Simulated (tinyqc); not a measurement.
Rigid-ion and shell models of the dielectric response of an ionic crystal. From equivalent oxide thickness back to film thickness t. Computed by tinyqc, a small Python program. Command: `OMP_NUM_THREADS=1 python tinyqc.py 3029692 3029693 out.jsonl shell inv`. One thread of a shared host (Intel(R) Xeon(R) Processor @ 2.30GHz), about 0.02 s of CPU time with the checks.

Charges +Z and -Z; 6 nearest neighbours, Madelung constant M = 1.747565, volume per ion pair Omega = 2.000000 d^3. Energy per pair U = -M Z^2 e2/d + 6 A exp(-d/rho), e2 = e^2/(4 pi eps_0). In the shell model the anion is a core of charge Y - Z and a massless shell of charge -Y, joined by the spring k; the repulsion acts on the shell. Each ion feels the Lorentz field E + (4 pi/3) P (Gaussian units).

Inputs (values chosen for the exercise, for a model crystal):

| quantity | value | unit |
|---|---|---|
| nearest-neighbour distance d | 3.08 | angstrom |
| ionic charge Z | 1 | e |
| hardness d/rho | 7.62 | - |
| cation mass | 127 | u |
| anion mass | 79.9 | u |
| shell charge size Y | 2.08 | e |
| core-shell spring k | 22.2 | eV/angstrom^2 |
| cation polarisability alpha_+ | 0.95 | angstrom^3 |

Structure: rock salt.

Constants: e^2/(4 pi eps_0) = 14.39964548 eV angstrom; 1 eV/angstrom^3 = 160.2176634 GPa; nu for 1 eV/(angstrom^2 u) = 15.6333042 THz; 1 THz = 33.35640952 1/cm; eps_0 = 8.8541878128e-12 F/m; h x 1 THz = 4.135667696 meV.

Method:
- Zero pressure fixes 6 A exp(-d/rho) = M Z^2 e2 rho/d^2. Then U = -(M Z^2 e2/d)(1 - rho/d), B = M Z^2 e2 (d/rho - 2)/(9 Omega d), and the spring of one sublattice against the other is R = (1/3) x (Laplacian of the repulsion summed over neighbours) = M Z^2 e2 (d/rho - 2)/(3 d^3), so R = 3 B Omega/d^2.
- Eliminating the shell gives the anion polarisability alpha_- = Y^2 e2/(k + R), the Szigeti charge Z_S = Z - Y R/(k + R) and the softened spring R' = k R/(k + R). With b = 4 pi (alpha_+ + alpha_-)/(3 Omega): eps_inf = (1 + 2b)/(1 - b) (Clausius-Mossotti); Born charge Z* = Z_S (eps_inf + 2)/3.
- mu lambda_TO = R' - (4 pi e2/(3 Omega)) Z_S^2/(1 - b); mu lambda_LO = mu lambda_TO + 4 pi e2 Z*^2/(eps_inf Omega); eps_s = eps_inf lambda_LO/lambda_TO.
- lambda in eV/(angstrom^2 u) gives the wavenumber 15.6333042 x 33.35640952 x sqrt(lambda); mu is the reduced mass.
- Capacitance per area eps_0 eps_s/t; equivalent oxide thickness EOT = t x 3.9/eps_s; the surface optical mode against silicon (eps = 11.7) lies at omega_TO sqrt[(eps_s + 11.7)/(eps_inf + 11.7)], and its squared coupling to channel electrons scales as g = hbar omega_SO [1/(11.7 + eps_inf) - 1/(11.7 + eps_s)], with hbar omega = h c x wavenumber.

Problem. A run gave the result below. Find the film thickness t, known to lie between 3.2 and 5 nm.

equivalent oxide thickness = 1.463435 nm

Solution.

Each step takes the trial c = (a f_b - b f_a)/(f_b - f_a), f being the result less the target and a, b, c the logarithms of the listed values; c replaces end b, the old b replaces a if the sign of f changed, and otherwise f_a is halved.

Scan of the range:

| film thickness t (nm) | equivalent oxide thickness (nm) |
|---|---|
| 3.20 | 1.17634 |
| 3.45 | 1.26824 |
| 3.71 | 1.36381 |
| 4.00 | 1.47042 |
| 4.31 | 1.58438 |
| 4.64 | 1.70569 |
| 5.00 | 1.83802 |

False position (Illinois rule, in the logarithm of the input) inside the bracket:

| step | end a | end b | trial | equivalent oxide thickness (nm) |
|---|---|---|---|---|
| 1 | 3.71000 | 4.00000 | 3.98033 | 1.46319 |
| 2 | 4.00000 | 3.98033 | 3.98100 | 1.46343 |
| 3 | 4.00000 | 3.98100 | 3.98100 | 1.46344 |
| 4 | 3.98100 | 3.98100 | 3.98100 | 1.46344 |

Equivalent oxide thickness rises at every point of a 13-point scan of the range (every second point is shown), so one value fits; it is bracketed by 3.71 and 4.00. The scan shows a pure power law with exponent 1.000, so scaling from any one row also gives the answer directly. Answer: film thickness t = 3.981 nm.
